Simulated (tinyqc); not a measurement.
# Off-state leakage of single and stacked transistors: subthreshold current against the height of the stack

n-channel devices of unit width. Subthreshold current I(Vg, Vs, Vd) = I0 (T/300 K)^0.5 exp[(Vg - Vs - VT(T) - gb (Vs - Vb) + dd (Vd - Vs))/(nf Vt)] (1 - exp(-(Vd - Vs)/Vt)), VT(T) = VT - cT (T - 300 K). Gate-edge tunnelling Ig (Vd/1 V) exp(ag (Vd - 1 V)), for a gate at 0 V, and band-to-band leakage Ab u exp(-Bb/u), u = Vd - Vb + 1 V, flow at a drain held at V; both are taken as independent of T. In a stack of off transistors (all gates at 0 V) the same subthreshold current passes through each.

All n gates at 0 V, bottom source at 0 V, top drain at V; node voltages follow from equal currents.

Parameters, values chosen for the exercise; values of the order met in bulk silicon logic transistors:
- T = 378 K (temperature)
- V = 1.2 V (supply voltage)
- VT = 0.48 V (threshold at 300 K, zero drain and body bias)
- cT = 0.7 mV/K (fall of the threshold with temperature)
- I0 = 0.61 uA/um (current at threshold at 300 K)
- nf = 1.3 (slope factor)
- dd = 0.15 (drain-induced lowering per volt)
- gb = 0.22 (rise of the threshold per volt of source-body bias)
- Vb = 0 V (body voltage)

Constants: q = 1.602176634e-19 C, kB = 1.380649e-23 J/K, Vt = kB T/q. Results are converted to the units shown.

Subthreshold current against the height of the stack:

| n | I (nA/um) | reduction factor | drain voltage of the bottom device (mV) | source voltage of the top device (mV) | voltage across the top device (V) |
|---|---|---|---|---|---|
| 1 | 2.0831 | 1.0000 | 1200.0 | 0 | 1.2000 |
| 2 | 0.044115 | 47.219 | 119.15 | 119.15 | 1.0809 |
| 3 | 0.019163 | 108.70 | 28.522 | 144.92 | 1.0551 |
| 4 | 0.012100 | 172.16 | 15.849 | 159.13 | 1.0409 |
| 5 | 0.0088132 | 236.36 | 10.952 | 168.93 | 1.0311 |
| 6 | 0.0069215 | 300.95 | 8.3581 | 176.40 | 1.0236 |

The second transistor cuts the current by a factor of 47.2, the third by a further 2.30 and the sixth by 1.27. The top device keeps 85.3 % of the supply at n = 6, while the drain voltage of the bottom one falls to 0.257 Vt.

tinyqc, about 0.03 s, one thread, Intel Xeon 2.30GHz (shared host): `OMP_NUM_THREADS=1 python tinyqc.py 2242166 2242167 out.jsonl`
